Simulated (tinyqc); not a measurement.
Scattering of inversion-layer electrons by surface optical phonons of the gate insulator (remote phonon scattering): one step, computed by the program tinyqc. Command: `OMP_NUM_THREADS=1 python tinyqc.py 3114059 3114060 out.jsonl sophonon walk`. One thread of a shared host (Intel(R) Xeon(R) Processor @ 2.30GHz), about 0.01 s of CPU time with the checks.

One subband with the Fang-Howard envelope; insulator and channel are half-spaces, the gate is far away, and an interlayer only moves the polar surface away by t (its own modes and its permittivity contrast are left out).

Question. Surface modes and strengths. eps(w) = eps_inf + (eps_0s - eps_i) w1^2/(w1^2 - w^2) + (eps_i - eps_inf) w2^2/(w2^2 - w^2). Surface modes solve eps(w) + eps_s = 0, a quadratic in w^2; the strength of a mode is g = 2/(w d eps/dw). Occupation N = 1/(exp(hbar w/(k_B T)) - 1).

Inputs (values chosen for the exercise, modelled on SiO2 on silicon): static constant of the insulator eps_0s = 3.89; intermediate constant eps_i = 3.06; optical constant eps_inf = 2.46; hbar omega_TO1 = 55.6 meV; hbar omega_TO2 = 138 meV; constant of the channel eps_s = 11.7; temperature T = 200 K.

Constants: k_B = 8.617333262e-05 eV/K.

Give: hbar omega_SO; strengths g; occupations N; hbar omega g (2 N + 1).

Answer.

hbar omega_SO (meV): 1 57.13, 2 140.92

strengths g: 1 0.0035468, 2 0.0029310

occupations N: 1 0.037712, 2 0.000281

hbar omega g (2 N + 1) (meV): 1 0.21791, 2 0.41328

The lower mode has the larger hbar omega g N, the prefactor of absorption before the dependence on q: 0.00764 and 1.16e-4 meV.
